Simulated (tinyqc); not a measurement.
# Lifetime from the low-frequency admittance

Inverse problem. At low frequency a p+-n diode with a base of width wb has C_diff/G = (tau/2)(1 - 2 x/sinh 2x), x = wb/sqrt(Dp tau). Find tau, x and the limit of C_diff/G for infinite lifetime, wb^2/(3 Dp).

Values chosen for this exercise:

| symbol | value | unit | meaning |
|---|---|---|---|
| Dp | 1.8 | cm^2/s | hole diffusion coefficient |
| wb | 27 | um | width of the neutral base |

G = 0.22304896 S/cm^2
C_diff = 0.20174606 uF/cm^2

Solution. The ratio rises steadily with tau from tau/2 (long base) towards wb^2/(3 Dp) (short base), so one lifetime matches as long as the ratio is below that limit.

tau = 4.000e-6 s
x = 1.006
limit of C_diff/G = 1.350e-6 s

Computed by the program tinyqc: `OMP_NUM_THREADS=1 python tinyqc.py 2890122 2890123 out.jsonl`, one thread of a shared Intel Xeon 2.30GHz, about 0.01 s for the whole run.
